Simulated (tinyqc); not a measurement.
# Permittivity and interlayer from two capacitances

Question. A two-layer stack has Cox = eps0/(t1/e1 + t2/e2) and EOT = 3.9 eps0/Cox. Find e2, the EOT of layer 1 and, with e1 given, t1.

Values chosen for this exercise: relative permittivity of layer 1 e1 = 4.02.

Constants: eps0 = 8.8541878128e-14 F/cm where lengths are in cm. Results are converted to the units shown.

Cox at t2 = 1.9 and 7.2 nm (uF/cm^2): 3.4341213  1.8021592

Answer. EOT is linear in t2 with slope 3.9/e2, and its intercept is the EOT of layer 1.

e2 = 22.7
EOT of layer 1 = 0.679 nm
t1 = 0.700 nm

Program tinyqc, `OMP_NUM_THREADS=1 python tinyqc.py 2010024 2010025 out.jsonl`; Intel Xeon 2.30GHz, shared host, one thread, about 0.01 s.
